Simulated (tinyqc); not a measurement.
# From absorption coefficient back to frequency f

Model: Hall factor, magnetoresistance and optical conductivity for a power-law relaxation time. Computed by tinyqc, a small Python program. Command: `OMP_NUM_THREADS=1 python tinyqc.py 3014966 3014967 out.jsonl magneto inv`. One thread of a shared host (Intel(R) Xeon(R) Processor @ 2.30GHz), about 0.01 s of CPU time with the checks.

One spherical parabolic band, tau(E) = tau_0 x^s with x = E/(k_B T). Landau quantisation is left out.

Inputs (values chosen for the exercise, with a mass close to that of electrons in InAs):
```
quantity                         value  unit
effective mass m                 0.023   m_0
exponent s                       -0.25     -
tau_0                              750    fs
reduced Fermi level eta             -5     -
temperature T                      350     K
background permittivity eps_inf   14.2     -
```

Constants: m_0 = 9.1093837015e-31 kg; k_B = 1.380649e-23 J/K; hbar = 1.054571817e-34 J s; e = 1.602176634e-19 C; eps_0 = 8.8541878128e-12 F/m; c = 299792458 m/s.

Method:
- <y> = int y x^(3/2) f (1 - f) dx / int x^(3/2) f (1 - f) dx, f = 1/(1 + exp(x - eta)).
- Integrals over x = E/(k_B T) use 160 Gauss-Legendre points in u = sqrt(x) from 0 to sqrt(max(eta, 0) + 45).
- n = (2 m k_B T)^(3/2)/(3 pi^2 hbar^3) int x^(3/2) f (1 - f) dx; moments in units of tau_0.
- sigma(w) = (n e^2/m) <tau/(1 - i w tau)>, w = 2 pi f; eps = eps_inf + i sigma/(eps_0 w); N = sqrt(eps); absorption coefficient 2 w Im N/c; reflectivity |(N - 1)/(N + 1)|^2; plasma frequency sqrt(n e^2/(eps_inf eps_0 m))/(2 pi).

Problem. A run gave the result below. Find the frequency f, known to lie between 2.6 and 4.3 THz.

absorption coefficient = 2.891555 1/cm

Solution.

Each step takes the trial c = (a f_b - b f_a)/(f_b - f_a), f being the result less the target and a, b, c the logarithms of the listed values; c replaces end b, the old b replaces a if the sign of f changed, and otherwise f_a is halved.

Scan of the range:
```
frequency f (THz)  absorption coefficient (1/cm)
2.60                                     5.50875
2.83                                     4.64742
3.07                                     3.94761
3.34                                     3.33401
3.64                                     2.80626
3.95                                     2.38251
4.30                                     2.01002
```

False position (Illinois rule, in the logarithm of the input) inside the bracket:
```
step    end a    end b    trial  absorption coefficient (1/cm)
1     3.34000  3.64000  3.58975                        2.88551
2     3.34000  3.58975  3.58287                        2.89662
3     3.58975  3.58287  3.58600                        2.89155
4     3.58287  3.58600  3.58600                        2.89155
5     3.58287  3.58600  3.58600                        2.89156
6     3.58600  3.58600  3.58600                        2.89156
```

Absorption coefficient falls at every point of a 13-point scan of the range (every second point is shown), so one value fits; it is bracketed by 3.34 and 3.64. Answer: frequency f = 3.586 THz.
